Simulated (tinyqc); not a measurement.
Two-valley model of the transferred-electron effect: one step, computed by the program tinyqc. Command: `OMP_NUM_THREADS=1 python tinyqc.py 3001666 3001667 out.jsonl gunn walk`. One thread of a shared host (Intel(R) Xeon(R) Processor @ 2.30GHz), about 0.01 s of CPU time with the checks.

Both kinds of valley share one electron temperature T_e, and each has a constant mobility.

Problem. First two iterations. Density-of-states ratio R = Z (m2/m1)^(3/2); n2/n1 = R exp(-dE/(k_B T_e)); mean mobility mu = (mu1 + mu2 n2/n1)/(1 + n2/n1); energy balance e mu F^2 = (3/2) k_B (T_e - T)/tau_E; v = mu F. Fixed point from T_e = T: T_out = T + (2/3) e mu(T_e) F^2 tau_E/k_B, T_new = T_e + mixing (T_out - T_e); stop when |T_out - T_e| is below 1e-6 K.

Inputs (values chosen for the exercise, modelled on GaN): central-valley mass m1 = 0.2 m_0; satellite-valley mass m2 = 0.47 m_0; satellite valleys Z = 6; valley separation dE = 1.1 eV; central-valley mobility mu1 = 1100 cm^2/(V s); satellite-valley mobility mu2 = 59 cm^2/(V s); energy relaxation time tau_E = 0.092 ps; lattice temperature T = 350 K; electric field F = 180 kV/cm; mixing = 0.1.

Solver: damped fixed point.

Constants: k_B = 8.617333262e-05 eV/K.

Give: T_out of iteration 1; T_e after iteration 1; mu at that T_e; T_e after iteration 2.

Solution.

T_out of iteration 1 = 25717 K

T_e after iteration 1 = 2886.7 K

mu at that T_e = 885.46 cm^2/(V s)

T_e after iteration 2 = 4674.9 K
